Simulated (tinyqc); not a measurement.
Inside a calculation. Method: G0W0 on RHF in the sto-3g basis, for BeH2, spin multiplicity 1. One step of it, computed by the program tinyqc.

Question. Iteration 1: building the Fock matrix. J_ij = sum D_kl (ij|kl), K_ij = sum D_kl (ik|jl); F = H + J - 0.5 K; E = tr D H + tr D J / 2 - 0.25 tr D K + E_nn.

D at the start, order 1Be 1s, 1Be 2s, 1Be 2px, 1Be 2py, 1Be 2pz, 2H 1s, 3H 1s:
```
[[2.041954, -0.166248, 0.000000, 0.000000, -0.001409, -0.202346, -0.202346],
 [-0.166248, 0.787107, 0.000000, 0.000000, 0.003938, 0.472581, 0.472581],
 [0.000000, 0.000000, 0.000000, 0.000000, 0.000000, 0.000000, 0.000000],
 [0.000000, 0.000000, 0.000000, 0.823946, 0.000000, 0.416686, -0.416686],
 [-0.001409, 0.003938, 0.000000, 0.000000, 0.000020, 0.002394, 0.002394],
 [-0.202346, 0.472581, 0.000000, 0.416686, 0.002394, 0.499703, 0.078250],
 [-0.202346, 0.472581, 0.000000, -0.416686, 0.002394, 0.078250, 0.499703]]
```

core Hamiltonian H = T + V (hartree), order 1Be 1s, 1Be 2s, 1Be 2px, 1Be 2py, 1Be 2pz, 2H 1s, 3H 1s:
```
[[-8.544241, -2.107983, 0.000000, 0.000000, -0.000118, -0.350625, -0.350625],
 [-2.107983, -2.756015, 0.000000, 0.000000, -0.001099, -0.977838, -0.977838],
 [0.000000, 0.000000, -2.226749, 0.000000, 0.000000, 0.000000, 0.000000],
 [0.000000, 0.000000, 0.000000, -2.410572, 0.000000, -1.084812, 1.084812],
 [-0.000118, -0.001099, 0.000000, 0.000000, -2.226753, -0.004948, -0.004948],
 [-0.350625, -0.977838, 0.000000, -1.084812, -0.004948, -1.985943, -0.051236],
 [-0.350625, -0.977838, 0.000000, 1.084812, -0.004948, -0.051236, -1.985943]]
```

Two-electron integrals (ij|kl) in chemists' order, unique and non-zero (hartree):
```
(11|11) 2.298831    (21|11) 0.392036    (21|21) 0.079539    (22|11) 0.570988
(22|21) 0.143041    (22|22) 0.417683    (31|31) 0.014607    (32|31) 0.021888
(32|32) 0.092265    (33|11) 0.569578    (33|21) 0.143083    (33|22) 0.417589
(33|33) 0.449859    (41|41) 0.014607    (42|41) 0.021888    (42|42) 0.092265
(43|43) 0.024249    (44|11) 0.569578    (44|21) 0.143083    (44|22) 0.417589
(44|33) 0.401360    (44|44) 0.449859    (51|51) 0.014607    (52|51) 0.021888
(52|52) 0.092265    (53|53) 0.024249    (54|54) 0.024249    (55|11) 0.569578
(55|21) 0.143083    (55|22) 0.417589    (55|33) 0.401360    (55|44) 0.401360
(55|55) 0.449859    (61|11) 0.063495    (61|21) 0.012875    (61|22) 0.023359
(61|33) 0.023199    (61|41) 0.001133    (61|42) 0.002145    (61|44) 0.023690
(61|51) 0.000005    (61|52) 0.000010    (61|54) 2.20e-06    (61|55) 0.023199
(61|61) 0.002184    (62|11) 0.168240    (62|21) 0.042840    (62|22) 0.138180
(62|33) 0.132773    (62|41) 0.005577    (62|42) 0.035535    (62|44) 0.148866
(62|51) 0.000025    (62|52) 0.000159    (62|54) 0.000072    (62|55) 0.132773
(62|61) 0.007673    (62|62) 0.070741    (63|31) 0.003741    (63|32) 0.017971
(63|43) 0.005997    (63|53) 0.000027    (63|63) 0.006113    (64|11) 0.185952
(64|21) 0.047892    (64|22) 0.161803    (64|33) 0.152244    (64|41) 0.008980
(64|42) 0.055011    (64|44) 0.180756    (64|51) 0.000023    (64|52) 0.000166
(64|54) 0.000101    (64|55) 0.152244    (64|61) 0.008921    (64|62) 0.093785
(64|64) 0.127744    (65|11) 0.000833    (65|21) 0.000214    (65|22) 0.000725
(65|33) 0.000682    (65|41) 0.000023    (65|42) 0.000166    (65|44) 0.000756
(65|51) 0.003741    (65|52) 0.017972    (65|54) 0.005997    (65|55) 0.000736
(65|61) 0.000040    (65|62) 0.000420    (65|64) 0.000545    (65|65) 0.006115
(66|11) 0.337307    (66|21) 0.087365    (66|22) 0.316799    (66|33) 0.294188
(66|41) 0.012708    (66|42) 0.106572    (66|44) 0.361733    (66|51) 0.000057
(66|52) 0.000477    (66|54) 0.000303    (66|55) 0.294190    (66|61) 0.015962
(66|62) 0.210076    (66|64) 0.294493    (66|65) 0.001319    (66|66) 0.774606
(71|11) 0.063495    (71|21) 0.012875    (71|22) 0.023359    (71|33) 0.023199
(71|41) -0.001133   (71|42) -0.002145   (71|44) 0.023690    (71|51) 0.000005
(71|52) 0.000010    (71|54) -2.20e-06   (71|55) 0.023199    (71|61) 0.001996
(71|62) 0.006478    (71|64) 0.007013    (71|65) 0.000034    (71|66) 0.013108
(71|71) 0.002184    (72|11) 0.168240    (72|21) 0.042840    (72|22) 0.138180
(72|33) 0.132773    (72|41) -0.005577   (72|42) -0.035535   (72|44) 0.148866
(72|51) 0.000025    (72|52) 0.000159    (72|54) -0.000072   (72|55) 0.132773
(72|61) 0.006478    (72|62) 0.035045    (72|64) 0.037925    (72|65) 0.000206
(72|66) 0.076268    (72|71) 0.007673    (72|72) 0.070741    (73|31) 0.003741
(73|32) 0.017971    (73|43) -0.005997   (73|53) 0.000027    (73|63) 0.002313
(73|73) 0.006113    (74|11) -0.185952   (74|21) -0.047892   (74|22) -0.161803
(74|33) -0.152244   (74|41) 0.008980    (74|42) 0.055011    (74|44) -0.180756
(74|51) -0.000023   (74|52) -0.000166   (74|54) 0.000101    (74|55) -0.152244
(74|61) -0.007013   (74|62) -0.037925   (74|64) -0.040037   (74|65) -0.000220
(74|66) -0.082334   (74|71) -0.008921   (74|72) -0.093785   (74|74) 0.127744
(75|11) 0.000833    (75|21) 0.000214    (75|22) 0.000725    (75|33) 0.000682
(75|41) -0.000023   (75|42) -0.000166   (75|44) 0.000756    (75|51) 0.003741
(75|52) 0.017972    (75|54) -0.005997   (75|55) 0.000736    (75|61) 0.000034
(75|62) 0.000206    (75|64) 0.000220    (75|65) 0.002314    (75|66) 0.000457
(75|71) 0.000040    (75|72) 0.000420    (75|74) -0.000545   (75|75) 0.006115
(76|11) 0.008635    (76|21) 0.002137    (76|22) 0.006063    (76|33) 0.005982
(76|44) 0.006222    (76|51) 2.63e-06    (76|52) 0.000013    (76|55) 0.005982
(76|61) 0.000350    (76|62) 0.002055    (76|64) 0.002439    (76|65) 0.000013
(76|66) 0.004823    (76|71) 0.000350    (76|72) 0.002055    (76|74) -0.002439
(76|75) 0.000013    (76|76) 0.000089    (77|11) 0.337307    (77|21) 0.087365
(77|22) 0.316799    (77|33) 0.294188    (77|41) -0.012708   (77|42) -0.106572
(77|44) 0.361733    (77|51) 0.000057    (77|52) 0.000477    (77|54) -0.000303
(77|55) 0.294190    (77|61) 0.013108    (77|62) 0.076268    (77|64) 0.082334
(77|65) 0.000457    (77|66) 0.169277    (77|71) 0.015962    (77|72) 0.210076
(77|74) -0.294493   (77|75) 0.001319    (77|76) 0.004823    (77|77) 0.774606
```

nuclear repulsion = 2.87777597 hartree

Give: Coulomb J; exchange K; Fock matrix F; total energy of this density.

Answer.

Coulomb J (hartree), order 1Be 1s, 1Be 2s, 1Be 2px, 1Be 2py, 1Be 2pz, 2H 1s, 3H 1s:
```
[[6.3975, 1.2426, 0.0000, 0.0000, 0.0003, 0.2028, 0.2028],
 [1.2426, 2.6208, 0.0000, 0.0000, 0.0019, 0.9082, 0.9082],
 [0.0000, 0.0000, 2.5558, 0.0000, 0.0000, 0.0000, 0.0000],
 [0.0000, 0.0000, 0.0000, 2.7408, 0.0000, 1.0866, -1.0866],
 [0.0003, 0.0019, 0.0000, 0.0000, 2.5558, 0.0051, 0.0051],
 [0.2028, 0.9082, 0.0000, 1.0866, 0.0051, 2.2525, 0.0393],
 [0.2028, 0.9082, 0.0000, -1.0866, 0.0051, 0.0393, 2.2525]]
```

exchange K (hartree), order 1Be 1s, 1Be 2s, 1Be 2px, 1Be 2py, 1Be 2pz, 2H 1s, 3H 1s:
```
[[4.6157, 0.8274, 0.0000, 0.0000, -0.0001, 0.1341, 0.1341],
 [0.8274, 0.8816, 0.0000, 0.0000, 0.0039, 0.5308, 0.5308],
 [0.0000, 0.0000, 0.1626, 0.0000, 0.0000, 0.0000, 0.0000],
 [0.0000, 0.0000, 0.0000, 0.9852, 0.0000, 0.6095, -0.6095],
 [-0.0001, 0.0039, 0.0000, 0.0000, 0.1626, 0.0030, 0.0030],
 [0.1341, 0.5308, 0.0000, 0.6095, 0.0030, 0.9880, 0.0166],
 [0.1341, 0.5308, 0.0000, -0.6095, 0.0030, 0.0166, 0.9880]]
```

Fock matrix F (hartree), order 1Be 1s, 1Be 2s, 1Be 2px, 1Be 2py, 1Be 2pz, 2H 1s, 3H 1s:
```
[[-4.4546, -1.2791, 0.0000, 0.0000, 0.0002, -0.2149, -0.2149],
 [-1.2791, -0.5760, 0.0000, 0.0000, -0.0012, -0.3351, -0.3351],
 [0.0000, 0.0000, 0.2478, 0.0000, 0.0000, 0.0000, 0.0000],
 [0.0000, 0.0000, 0.0000, -0.1624, 0.0000, -0.3029, 0.3029],
 [0.0002, -0.0012, 0.0000, 0.0000, 0.2477, -0.0014, -0.0014],
 [-0.2149, -0.3351, 0.0000, -0.3029, -0.0014, -0.2275, -0.0202],
 [-0.2149, -0.3351, 0.0000, 0.3029, -0.0014, -0.0202, -0.2275]]
```

total energy of this density = -15.482220 hartree
